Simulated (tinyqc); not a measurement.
# Threshold-voltage variability of a planar MOSFET, analytic estimates, step by step

Computed by the program tinyqc: `OMP_NUM_THREADS=1 python tinyqc.py 2090127 2090128 out.jsonl`, one thread of a shared Intel Xeon 2.30GHz, about 0.02 s for the whole run. Printed values are rounded.

Three independent sources add in quadrature: random dopants in the depleted layer, metal-gate grains of two orientations, and roughness of the two gate edges acting through the roll-off VT = VT(long) - Vr exp(-L/l). These are first-order estimates: no three-dimensional electrostatics, no percolation.

Parameters, values chosen for the exercise; material values close to those of silicon:
```
symbol    value   unit                                                 meaning
T           300      K                                             temperature
Eg         1.11     eV                                                band gap
eps_r      11.6                     relative permittivity of the semiconductor
Nc      2.76e19  cm^-3                  conduction-band density of states at T
Nv      2.67e19  cm^-3                     valence-band density of states at T
Na       5.9e18  cm^-3                                          channel doping
ti          1.5     nm                 oxide-equivalent thickness in inversion
L            32     nm                                             gate length
W            79     nm                                              gate width
G            10     nm                                        metal grain size
dW         0.15     eV  work-function difference of the two grain orientations
p           0.4               share of the orientation of higher work function
De          1.2     nm                          rms roughness of one gate edge
La           30     nm                     correlation length of the roughness
l           5.7     nm                  decay length of the threshold roll-off
Vr          2.8      V                               prefactor of the roll-off
n          1.28                                            subthreshold factor
gI            8    1/V                                  gm/I of a matched pair
sb          2.7      %                 spread of the gain factor of one device
Nb      8388608                                                number of cells
Y          0.99                                                   wanted yield
```

Constants: q = 1.602176634e-19 C, kB = 1.380649e-23 J/K, Vt = kB T/q, eps0 = 8.8541878128e-14 F/cm where lengths are in cm. Results are converted to the units shown.

Range of the model: gI s exceeds 0.2, so the linear formula for the current mismatch is only a rough guide.

## Random dopants

ni = sqrt(Nc Nv) exp(-Eg/(2 Vt)), Eg in volts; Cox = 3.9 eps0/ti; Wd = sqrt(4 eps0 eps_r Vt ln(Na/ni)/(q Na)); dopants: s1 = (q/Cox) sqrt(Na Wd/(3 L W)). The slope A1 = s1 sqrt(L W); mean number of dopants Na L W Wd.

Cox = 2.302089 uF/cm^2
Wd = 14.96871 nm
mean number of dopants = 223.2613
A1 = 1.194114 mV um
s1 = 23.74966 mV

Counting alone, 1/sqrt(N) of the depletion voltage q Na Wd/Cox = 615 mV, would give sqrt(3) times more: dopants deep in the layer act less on the surface.

## Metal grains and edge roughness

Grains: Ng = L W/G^2 (at least 1), s2 = dW sqrt(p (1 - p)/Ng). Edges, with exponential correlation and u = W/La: the mean gate length has sL^2 = 2 De^2 (2/u)[1 - (1 - exp(-u))/u]; s3 = sL (Vr/l) exp(-L/l).

Ng = 25.28
s2 = 14.61532 mV
sL = 1.190117 nm
dVT/dL = 1.791178 mV/nm
s3 = 2.131710 mV

## Total spread, mismatch and leakage

s = sqrt(s1^2 + s2^2 + s3^2). For a pair: s(dVT) = sqrt(2) s; current mismatch sqrt(2) sqrt((gI s)^2 + sb^2); input offset = current mismatch/gI. For a Gaussian VT the off current is log-normal with mean/median = exp(s^2/(2 (n Vt)^2)).

s = 27.96780 mV
s(dVT) = 39.55245 mV
current mismatch = 31.87151 %
input offset = 39.83939 mV
mean/median of Ioff = 1.429283

The dopants give 72.1 % of the variance; without them s would be 14.8 mV. A current mismatch this large is beyond the linear estimate.

## Iteration 1: margin in standard deviations for the wanted yield

k at the start = 4

Cells fail independently with probability Q(k) = erfc(k/sqrt(2))/2 when the margin is k standard deviations, and Y = exp(-Nb Q(k)). phi = exp(-k^2/2)/sqrt(2 pi). Newton steps on ln Q(k) = ln(-ln(Y)/Nb): k(new) = k + [ln Q - ln(-ln(Y)/Nb)] Q/phi.

Q(k) = 3.167124e-5
phi = 1.338302e-4
k after iteration 1 = 6.409697

## Iteration 2: margin in standard deviations for the wanted yield

As before.

Q(k) = 7.290456e-11
phi = 4.781740e-10
k after iteration 2 = 5.982898

## Course of the iteration: margin in standard deviations for the wanted yield

Stop when k changes by less than 1e-9, or after 30 iterations.

Course of the iteration:
```
iteration         k  |change|
1          6.409697      2.41
2          5.982898     0.427
3          5.968398    0.0145
4          5.968381   1.67e-5
5          5.968381  2.23e-11
```

Converged in 5 iterations. At the end the number of correct digits about doubles with each step. With s(dVT) = 39.6 mV, 5.97 standard deviations are 236 mV.
